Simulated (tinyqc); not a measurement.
Current of a Schottky diode by thermionic-emission-diffusion theory, and its read-back from I-V-T and C-V data: one step, computed by the program tinyqc.

Full ionisation, no tunnelling, no recombination current. V is the voltage across the junction itself, forward positive.

Task: Barrier at the given bias. N_c(T) = N_c (T/300 K)^(3/2); V_bi = phi_0 - (k_B T/e) ln(N_c(T)/N); surface field F = sqrt(2 e N (V_bi - V - k_B T/e)/(eps eps_0)); image lowering d_phi = sqrt(e F/(4 pi eps eps_0)); effective barrier phi = phi_0 - d_phi - sigma^2 (1 - rho V)/(2 k_B T).

Inputs (values chosen for the exercise, modelled on n-type amorphous oxide): Richardson constant A* = 39.4 A/(cm^2 K^2); effective density of states at 300 K, N_c = 5e+18 1/cm^3; permittivity eps = 10; mobility mu = 9.5 cm^2/(V s); barrier without image force phi_0 (mean) = 0.743 eV; doping N = 4e+16 1/cm^3; junction voltage V = 0.35 V; temperature T = 300 K; standard deviation sigma = 36 meV; relative change of sigma^2 with bias, rho = 0.4 1/V.

Barrier: Gaussian spread of heights.

Constants: k_B = 8.617333262e-05 eV/K; e = 1.602176634e-19 C; eps_0 = 8.8541878128e-12 F/m.

Give: built-in voltage V_bi; surface field F; image lowering; effective barrier phi.

Result:

built-in voltage V_bi = 0.6182 V

surface field F = 59.23 kV/cm

image lowering = 29.20 meV

effective barrier phi = 0.6922 eV
